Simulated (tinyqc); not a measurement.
## Poole-Frenkel parameters from three currents

Inverse problem. Poole-Frenkel conduction in an insulator follows J = s0 F exp[-(pt - sqrt(q F/(pi eps0 ei)))/Vt], Vt = kB T/q, F in V/cm. Find ei, pt and s0.

Constants: q = 1.602176634e-19 C, kB = 1.380649e-23 J/K, eps0 = 8.8541878128e-14 F/cm where lengths are in cm. Results are converted to the units shown.

J at (1.12 MV/cm, 325 K), (4.5 MV/cm, 325 K) and (4.5 MV/cm, 375 K) (A/cm^2): [2.1949939e-5, 124.16876, 468.12599]

Answer. The two fields give the lowering coefficient and so ei; the two temperatures give the lowered barrier, to which the lowering is added back.

ei = 4.140
pt = 1.070 eV
s0 = 0.5800 S/cm

Numbers from tinyqc (`OMP_NUM_THREADS=1 python tinyqc.py 2370164 2370165 out.jsonl`; about 0.01 s on one thread of a shared Intel Xeon 2.30GHz).
